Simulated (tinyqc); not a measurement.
Mesh and choice of bands: charge neutrality level from zone-averaged pseudopotential bands.

Empirical pseudopotential on the fcc lattice, atoms at +/- tau, tau = a (1,1,1)/8, no spin-orbit coupling. H(G,G') = c (2 pi/a)^2 |k + G|^2 delta + VS(q) cos(q.tau) + i VA(q) sin(q.tau), q = G - G', c = hbar^2/2m0; k and G in units of 2 pi/a; VS at |q|^2 = 3, 8, 11 and VA at 3, 4, 11, in rydberg, zero elsewhere. At each k the basis holds all G with |k + G|^2 up to 16; energies are counted from the fourth level at Gamma.

Mesh: k = sum_i (n_i + 1/2)/N b_i, n_i = 0 ... N - 1, b = (-1,1,1), (1,-1,1), (1,1,-1); points with the same sorted |kx|, |ky|, |kz| after folding to the shortest k + G are joined, with their count as weight. Neutrality (branch-point) level: E_N = (1/2) mean over k of [E5 + (E3 + E4)/2], E_n the n-th level from below.

Constants: hbar^2/2m0 = 3.80998211 eV angstrom^2; Ry = 13.60569312 eV.

Values chosen for the exercise (out of a larger set: classic local form factors of the size used for InP, without spin-orbit coupling; not measured data): a = 5.875 angstrom (lattice constant); VS = (-0.234, 0.01, 0.059) Ry (symmetric form factors); VA = (0.071, 0.049, 0.009) Ry (antisymmetric form factors).

E_N with E5 alone, and with (E5 + E6)/2 in its place.

Results:

| N | joined points | E_N (eV) | E_N, two conduction bands (eV) |
|---|---|---|---|
| 1 | 1 | 0.6034 | 1.3849 |
| 2 | 2 | 0.6791 | 1.3108 |
| 3 | 6 | 0.8752 | 1.2166 |
| 4 | 10 | 0.8500 | 1.2325 |
| 5 | 19 | 0.8591 | 1.2252 |

For scale, the lowest gap of this set is 1.56 eV. Against N = 5 the errors are -256, -180, +16 and -9 meV for N = 1 to 4 (N = 1 is the L point alone). Taking the second conduction band in moves E_N by +0.37 eV, more than the mesh error at N = 2: the definition, not the mesh, limits the estimate. Local form factors place the indirect gaps only to a few tenths of an eV, and E_N moves with them.

Run: tinyqc, `OMP_NUM_THREADS=1 python tinyqc.py 1880112 1880113 out.jsonl`; Intel(R) Xeon(R) Processor @ 2.30GHz, one thread, shared host; about 0.09 s of CPU time with all checks.
